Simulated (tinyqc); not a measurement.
ESD clamp with bipolar snapback, compact model and design window: one step of the calculation.

The drain junction multiplies the current that enters it: Igen = (M - 1)(Ic + I0), M = 1/(1 - (Vj/BV)^n). The generated holes leave through the substrate resistance and the base of the parasitic npn: Igen = Vb/Rb + Ic/be, Ic = Is exp(Vb/Vt). Terminal current I = Ic + I0 + Igen and voltage V = Vj + I Ro, per width. Isothermal, constant gain.

Task. Base voltage at the failure current. I(Vb) = Ic (1 + 1/be) + I0 + Vb/Rb, I' = Ic (1 + 1/be)/Vt + 1/Rb; Newton steps on ln I: Vb(new) = Vb - ln(I/It2) I/I'. V follows from the introduction.

Parameters, values chosen for the exercise; values close to those of grounded-gate n-channel clamps: temperature T = 300 K; junction breakdown voltage BV = 6.4 V; exponent of the multiplication n = 4.4; current gain of the parasitic npn be = 5; saturation current Is = 1.1e-17 A/um; junction leakage I0 = 1.3e-11 A/um; substrate resistance Rb = 43000 ohm um; drain ballast and contact resistance Ro = 180 ohm um; failure current for 100 ns It2 = 7.9 mA/um.

Constants: q = 1.602176634e-19 C, kB = 1.380649e-23 J/K, Vt = kB T/q. Results are converted to the units shown.

Vb after iteration 1 = 0.91097701 V

Wanted: I; V; I'; Vb after iteration 2.

Result.

I = 26.59 mA/um
V = 9.049 V
I' = 1028 mS/um
Vb after iteration 2 = 0.8796 V

tinyqc, about 0.02 s, one thread, Intel Xeon 2.30GHz (shared host): `OMP_NUM_THREADS=1 python tinyqc.py 2670126 2670127 out.jsonl`
